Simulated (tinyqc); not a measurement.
Inside a calculation. Method: plane-wave Kohn-Sham cycle with exchange-only LDA in a layered model solid. Computed by tinyqc, a small Python program that keeps every step. Settings: points = 16, plane-wave index or count = 2, electrons = 4, k points = 1, area = 28.0, mixing = 0.3, iteration cap = 80. Command: `OMP_NUM_THREADS=1 python tinyqc.py 23706 23707 out.jsonl` (the two numbers bound the seeds that draw the settings). One thread of a shared host (Intel(R) Xeon(R) Processor @ 2.60GHz), about 0.01 s of CPU time with the checks. Later iterations appear only in the table of the cycle.

## Iteration 1: potential

A solid whose potential varies along x alone (atomic units):
```
parameter                      value
period a                   15.900000
cross-section of the cell  28.000000
electrons per cell                 4
grid points                       16
plane waves -n..n, n               2
k points                           1
V1 in V1 cos(2 pi x/a)     -0.620000
V2 in V2 cos(4 pi x/a)     -0.090000
```

density at the start, on the grid x_j = j a/N (e/bohr^3): [0.00898473, 0.00898473, 0.00898473, 0.00898473, 0.00898473, 0.00898473, 0.00898473, 0.00898473, 0.00898473, 0.00898473, 0.00898473, 0.00898473, 0.00898473, 0.00898473, 0.00898473, 0.00898473]

V_H(G) = 4 pi rho(G)/G^2 for G != 0 (uniform background); v_x = -(3 rho/pi)^(1/3); V = V_ext + V_H + v_x; Fourier components f(G_m) = (1/N) sum_j f(x_j) exp(-i G_m x_j).

Potentials on the grid (hartree):
```
x              V_ext       V_H        v_x          V
0.000000   -0.710000  0.000000  -0.204719  -0.914719
0.993750   -0.636445  0.000000  -0.204719  -0.841164
1.987500   -0.438406  0.000000  -0.204719  -0.643125
2.981250   -0.173624  0.000000  -0.204719  -0.378343
3.975000    0.090000  0.000000  -0.204719  -0.114719
4.968750    0.300903  0.000000  -0.204719   0.096184
5.962500    0.438406  0.000000  -0.204719   0.233687
6.956250    0.509166  0.000000  -0.204719   0.304446
7.950000    0.530000  0.000000  -0.204719   0.325281
8.943750    0.509166  0.000000  -0.204719   0.304446
9.937500    0.438406  0.000000  -0.204719   0.233687
10.931250   0.300903  0.000000  -0.204719   0.096184
11.925000   0.090000  0.000000  -0.204719  -0.114719
12.918750  -0.173624  0.000000  -0.204719  -0.378343
13.912500  -0.438406  0.000000  -0.204719  -0.643125
14.906250  -0.636445  0.000000  -0.204719  -0.841164
```

V(G_m), m = 0, 1, 2, ... (hartree): [-0.204719, -0.310000, -0.045000, 0.000000, 0.000000]

## Iteration 1: Hamiltonian at one k

k = 0.000000 2 pi / a

H(m,m') = (k + G_m)^2/2 delta + V(G_m - G_m'), with V(-G) = V(G).

H (hartree), order -2, -1, +0, +1, +2:
```
[[0.107598, -0.310000, -0.045000, 0.000000, 0.000000],
 [-0.310000, -0.126640, -0.310000, -0.045000, 0.000000],
 [-0.045000, -0.310000, -0.204719, -0.310000, -0.045000],
 [0.000000, -0.045000, -0.310000, -0.126640, -0.310000],
 [0.000000, 0.000000, -0.045000, -0.310000, 0.107598]]
```

## Iteration 1: levels at that k

Diagonalise the Hermitian matrix.

eigenvalues (hartree): [-0.713304, -0.311140, 0.049016, 0.337097, 0.395527]

## Iteration 1: new density

Motion across x is left out: the lowest 2 band(s) hold two electrons at each of the k points (j + 1/2)/nk - 1/2. Residual R = rho(out) - rho(in); rho(new) = rho(in) + 0.3 R. rho(out) = 2/(a A nk) sum |psi|^2 with psi = sum c exp(i G x). Harris energy E = band energy - dV sum rho (V_H/2 + v_x) + (3/4) dV sum rho v_x with rho(in), dV = a A/N, band energy = (2/nk) sum of the filled levels.

rho(out) (e/bohr^3): [0.01934456, 0.02047190, 0.02024403, 0.01440215, 0.00598035, 0.00094178, 0.00002112, 0.00012308, 0.00004226, 0.00012308, 0.00002112, 0.00094178, 0.00598035, 0.01440215, 0.02024403, 0.02047190]

density after iteration 1 (e/bohr^3): [0.01209268, 0.01243088, 0.01236252, 0.01060995, 0.00808341, 0.00657184, 0.00629564, 0.00632623, 0.00630199, 0.00632623, 0.00629564, 0.00657184, 0.00808341, 0.01060995, 0.01236252, 0.01243088]

energy per cell = -1.84416885 hartree

## Iteration 2: potential

As before.

Potentials on the grid (hartree):
```
x              V_ext        V_H        v_x          V
0.000000   -0.710000   0.292345  -0.226029  -0.643685
0.993750   -0.636445   0.272637  -0.228117  -0.591925
1.987500   -0.438406   0.210570  -0.227698  -0.455535
2.981250   -0.173624   0.108473  -0.216386  -0.281536
3.975000    0.090000  -0.012937  -0.197631  -0.120568
4.968750    0.300903  -0.124319  -0.184453  -0.007869
5.962500    0.438406  -0.207106  -0.181832   0.049468
6.956250    0.509166  -0.256791  -0.182126   0.070249
7.950000    0.530000  -0.273399  -0.181893   0.074708
8.943750    0.509166  -0.256791  -0.182126   0.070249
9.937500    0.438406  -0.207106  -0.181832   0.049468
10.931250   0.300903  -0.124319  -0.184453  -0.007869
11.925000   0.090000  -0.012937  -0.197631  -0.120568
12.918750  -0.173624   0.108473  -0.216386  -0.281536
13.912500  -0.438406   0.210570  -0.227698  -0.455535
14.906250  -0.636445   0.272637  -0.228117  -0.591925
```

V(G_m), m = 0, 1, 2, ... (hartree): [-0.202776, -0.179098, -0.041020, -0.000334, 0.000126]

## Iteration 2: Hamiltonian at one k

k = 0.000000 2 pi / a

As before.

H (hartree), order -2, -1, +0, +1, +2:
```
[[0.109541, -0.179098, -0.041020, -0.000334, 0.000126],
 [-0.179098, -0.124696, -0.179098, -0.041020, -0.000334],
 [-0.041020, -0.179098, -0.202776, -0.179098, -0.041020],
 [-0.000334, -0.041020, -0.179098, -0.124696, -0.179098],
 [0.000126, -0.000334, -0.041020, -0.179098, 0.109541]]
```

## Iteration 2: levels at that k

As before.

eigenvalues (hartree): [-0.484994, -0.190300, 0.015007, 0.211163, 0.216038]

## Iteration 2: new density

As before.

rho(out) (e/bohr^3): [0.01853589, 0.01956699, 0.01957505, 0.01467703, 0.00699679, 0.00167442, 0.00008208, 0.00002046, 0.00003408, 0.00002046, 0.00008208, 0.00167442, 0.00699679, 0.01467703, 0.01957505, 0.01956699]

density after iteration 2 (e/bohr^3): [0.01402564, 0.01457171, 0.01452628, 0.01183007, 0.00775743, 0.00510262, 0.00443157, 0.00443450, 0.00442161, 0.00443450, 0.00443157, 0.00510262, 0.00775743, 0.01183007, 0.01452628, 0.01457171]

energy per cell = -1.25884483 hartree

## Convergence

Stop when sqrt(dV sum R^2) is below 1e-8, dV = a A/N.

Course of the cycle:
```
iteration  E (hartree)  norm of the residual
1          -1.84416885              1.85e-01
2          -1.25884483              1.21e-01
3          -1.01764123              6.77e-02
4          -0.99229754              1.33e-01
5          -1.06722845              8.74e-02
6          -0.96641352              4.87e-02
7          -1.02056448              1.34e-01
8          -1.05548688              8.61e-02
9          -0.96507524              4.96e-02
10         -1.02037165              1.33e-01
11         -1.05549834              8.65e-02
...                ...                   ...
70         -1.01966003              1.32e-01
71         -1.05568164              8.69e-02
72         -0.96624645              5.27e-02
73         -1.01872460              1.25e-01
74         -1.05345939              9.01e-02
75         -0.97741756              7.57e-02
76         -1.03084808              1.00e-01
77         -1.02051627              9.48e-02
78         -1.02694443              9.79e-02
79         -1.02504629              9.55e-02
80         -1.02487651              9.65e-02
```

Not converged within 80 iterations: the residual falls in a zigzag, on average by a factor of about 0.96 a step. Reruns (cap 100 unless said): mixing 0.1: not converged; mixing 0.5, Kerker q0 1.0: not converged; mixing 0.3, Pulay depth 5: not converged; the original settings with a cap of 400: not converged.
